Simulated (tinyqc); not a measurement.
Hydrogen passivation of interface dangling bonds: competing passivation and dissociation with distributed barriers: one step, computed by the program tinyqc. Command: `OMP_NUM_THREADS=1 python tinyqc.py 3000922 3000923 out.jsonl passiv walk`. One thread of a shared host (Intel(R) Xeon(R) Processor @ 2.30GHz), about 0.02 s of CPU time with the checks.

P_b + H2 gives P_bH + H at the rate k_f [H2]; P_bH gives P_b + H at the rate k_d. All defects start unpassivated. E_f and E_d are Gaussian and independent.

Task: Single barriers. [H2] = solubility factor x p; a = k_f0 [H2] exp(-E_f/(k_B T)), d = k_d0 exp(-E_d/(k_B T)). For one pair of barriers the active share is y = [d + a exp(-(a + d) t)]/(a + d). Temperatures in kelvin are T(C) + 273.15.

Inputs (values chosen for the exercise, close to those used for P_b centres at the silicon-oxide interface):
```
quantity                                      value          unit
passivation prefactor k_f0                  8.5e-08        cm^3/s
mean passivation barrier E_f                    1.7            eV
spread sigma_f                                 0.12            eV
dissociation prefactor k_d0                 3.5e+12           1/s
mean dissociation barrier E_d                  2.71            eV
spread sigma_d                                0.037            eV
H2 in the oxide per atm, solubility factor    2e+18  1/(cm^3 atm)
hydrogen pressure p                             0.1           atm
anneal temperature T                            450             C
anneal time t                                  1700             s
```

Constants: k_B = 8.617333262e-05 eV/K.

Give: passivation rate a; dissociation rate d; a t; steady active share d/(a + d); active share, single barriers.

Result:

passivation rate a = 0.024144 1/s

dissociation rate d = 4.5450e-07 1/s

a t = 41.045

steady active share d/(a + d) = 1.8824e-05

active share, single barriers = 1.8824e-05

Passivation has run its course, and the balance with dissociation sets the remainder. Caution: single-barrier shares below about 1e-3 are formal; measured passivation levels off well above them.
